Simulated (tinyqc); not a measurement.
Orbital energy against energy difference: ionisation energy by orbital energies and by energy differences in the 6-31g basis, for BeH2, spin multiplicity 1. Computed by the program tinyqc with PySCF. The cation is unrestricted; errors are against CCSD(T) in this basis, not against experiment.

Geometry (angstrom):
```
atom       x        y       z
Be    0.0000   0.0000  0.0000
H     0.0000   1.2580  0.0000
H     0.0000  -1.2580  0.0000
```

CCSD(T) difference in the same basis = 11.8464 eV

IP-EOM-CCSD = 11.8809 eV

First vertical ionisation energy (eV):
```
method     -e(HOMO)  E(cation) - E  error of -e(HOMO)  error of the difference
HF           12.447       11.65961              0.600                   -0.187
LDA           7.534       11.91630             -4.312                    0.070
PBE           7.558       11.93848             -4.289                    0.092
B3LYP         8.776       12.19390             -3.071                    0.348
PBE0          8.966       12.12486             -2.881                    0.278
CAM-B3LYP    10.477       12.28735             -1.370                    0.441
LC-wPBE      11.959       12.43811              0.113                    0.592
```

What does the comparison show, and why?

Koopmans errs by +0.60 eV and Delta-HF by -0.19 eV: relaxation, 0.79 eV, lowers the value and the missing correlation difference works against it. The PBE level is off by -4.3 eV through the wrong tail of its potential, though its energy difference is off by +0.09 eV; exact exchange deepens the level, and among the orbital energies LC-wPBE comes closest; among the differences LDA does.
